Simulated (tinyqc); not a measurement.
Worked calculation: collinear exchange A + BC -> AB + C on a London-Eyring-Polanyi-Sato surface: saddle, string of images and rate. Computed by tinyqc, a small Python program that keeps every step. Command: `OMP_NUM_THREADS=1 python tinyqc.py 3111197 3111198 out.jsonl leps walk`. One thread of a shared host (Intel(R) Xeon(R) Processor @ 2.30GHz), about 0.06 s of CPU time with the checks. Intermediate numbers are printed to about 7 digits and carried at full precision; extremes and crossings named in words are read from the listed rows.

x = r(AB), y = r(BC), r(AC) = x + y. V is counted from separated atoms, the barrier from A + BC, that is V + D(BC).

Inputs (values chosen for the exercise, bond data loosely for abstraction of hydrogen from a Ge-H bond by a hydrogen atom; the barrier is not fitted):
```
quantity            value           unit
D(AB)                4.73             eV
r0(AB)              0.742       angstrom
beta(AB)             1.94     1/angstrom
D(BC)                3.63             eV
r0(BC)               1.53       angstrom
beta(BC)             1.45     1/angstrom
D(AC)                3.72             eV
r0(AC)               1.53       angstrom
beta(AC)             1.45     1/angstrom
Sato parameter S      0.2              -
mass of A           1.008              u
mass of B           1.008              u
mass of C            72.6              u
temperature T         500              K
step of the string   0.01  angstrom^2/eV
```

Constants: nu for 1 eV/(angstrom^2 u) = 15.6333042 THz; h x 1 THz = 4.135667696 meV; k_B = 1.380649e-23 J/K; u = 1.6605390666e-27 kg; k_B = 8.617333262e-05 eV/K.

## One point of the surface

For each pair, with u = exp(-beta (r - r0)): Q = D [(3 + S) u^2 - (2 + 6 S) u]/(4 (1 + S)), J = D [(1 + 3 S) u^2 - (6 + 2 S) u]/(4 (1 + S)); V = Q1 + Q2 + Q3 - sqrt(((J1 - J2)^2 + (J2 - J3)^2 + (J3 - J1)^2)/2). Take x = r0(AB) + 0.3 and y = r0(BC) + 0.1 angstrom.

Pair terms:
```
pair          u      Q (eV)     J (eV)
AB    0.5587797  -0.7774384  -3.031747
BC    0.8650223  -0.2825561  -3.281309
AC    0.1909202  -0.3830847  -0.901765
```

V = -3.708177 eV

## Relaxing the string

String of 9 images between the fixed ends (r0(AB) + 2, r0(BC)) and (r0(AB), r0(BC) + 2), started on the two straight legs through (r0(AB) + 0.3, r0(BC) + 0.3): each iteration moves the inner images by -step x gradient (central differences) and spaces them evenly again along the broken line (coordinates are kept between 0.2 and 8 angstrom); stop when no coordinate changes by more than 1e-5 angstrom, at most 400 iterations.

Course:
```
iteration  highest inner image above A + BC (eV)  largest move (angstrom)
1                                      0.2143781             3.326877e-02
2                                      0.1918853             3.087890e-02
3                                      0.1720064             2.740028e-02
4                                      0.1546264             2.341724e-02
5                                      0.1395406             1.939860e-02
6                                      0.1265106             1.564630e-02
7                                      0.1153077             1.233121e-02
...                                          ...                      ...
66                                     0.0591182             1.801333e-05
67                                     0.0591182             1.611560e-05
68                                     0.0591182             1.441639e-05
69                                     0.0591182             1.289516e-05
70                                     0.0591182             1.153346e-05
71                                     0.0591183             1.031472e-05
72                                     0.0591183             9.224053e-06
```

Images at the end:
```
image  x (angstrom)  y (angstrom)  V + D(BC) (eV)
0          2.742000      1.530000        0.001518
1          2.287270      1.531103        0.006384
2          1.832574      1.536552        0.024307
3          1.379298      1.572820        0.059118
4          0.966710      1.764005       -0.295082
5          0.764979      2.166695       -0.903995
6          0.745794      2.620549       -1.047460
7          0.742947      3.075270       -1.085922
8          0.742000      3.530000       -1.096231
```

last move = 9.224053e-06 angstrom

Converged in 72 iterations.

## Saddle by Newton steps

From the highest inner image, z -> z - H^-1 g with gradient g and Hessian H by central differences, steps capped at 0.15 angstrom, 12 steps.

The first seven points:
```
step         x         y  V + D(BC) (eV)  |g| (eV/angstrom)
0     1.379298  1.572820      0.05911828       1.084721e-02
1     1.369863  1.574293      0.05916567       6.510215e-04
2     1.370245  1.574258      0.05916575       9.536370e-07
3     1.370246  1.574258      0.05916575                  0
4     1.370246  1.574258      0.05916575                  0
5     1.370246  1.574258      0.05916575                  0
6     1.370246  1.574258      0.05916575                  0
```

saddle (x, y) (angstrom): 1.370246  1.574258

barrier = 0.05916575 eV

Hessian (eV/angstrom^2):
```
          x         y
x  -0.69189   2.50095
y   2.50095  11.78231
```

The highest image lies 0.0 meV below the saddle. Stretches at the saddle: AB 0.628, BC 0.044 angstrom, for a reaction energy D(BC) - D(AB) = -1.10 eV: an early barrier for an exothermic step.

## Frequencies at the saddle

Wilson matrix G = [[1/m_A + 1/m_B, -1/m_B], [-1/m_B, 1/m_B + 1/m_C]]; eigenvalues lambda of G H give nu = 15.6333042 THz x sqrt(|lambda|), the negative one being imaginary. Reactant: nu_BC from k = 2 D beta^2 and 1/m_B + 1/m_C. Skew angle: cos = sqrt(m_A m_C/((m_A + m_B)(m_B + m_C))).

imaginary frequency = 21.83898 THz

real frequency at the saddle = 42.72090 THz

nu_BC = 61.25634 THz

skew angle = 45.39232 degrees

## Transition-state rate

One-dimensional rate constant without tunnelling, k = sqrt(k_B T/(2 pi mu)) [sinh(h nu_BC/(2 k_B T))/sinh(h nu_s/(2 k_B T))] exp(-barrier/(k_B T)) with mu = m_A (m_B + m_C)/(m_A + m_B + m_C); Wigner factor 1 + (h nu_i/(k_B T))^2/24; adiabatic barrier = barrier + h (nu_s - nu_BC)/2.

adiabatic barrier = 0.02083754 eV

rate constant k = 50996.46 cm/s

Wigner factor = 1.183088

Caution: the adiabatic barrier is below k_B T, so the saddle is a poor dividing surface.

## Rate against temperature

The formulas are those given above.

Rates; the last column is k_B T^2 d ln k/dT:
```
T (K)  k (cm/s)  Wigner factor  activation energy (eV)
300     28248.8       1.508577               0.0339399
400     40072.6       1.286075               0.0389654
550     56206.4       1.151312               0.0476739
750     75863.3       1.081372               0.0603013
1000    98463.0       1.045772               0.0758786
1400   131083.9       1.023353               0.0989343
2000   173600.0       1.011443               0.1302056
```

The activation energy goes from 0.034 eV at 300 K, near the adiabatic barrier plus k_B T/2 (0.034), to 0.130 eV at 2000 K; the classical limit is the barrier plus k_B T/2 (0.145).

Checks made by the program: V for A far away against -D(BC) (relative difference below 1e-10).
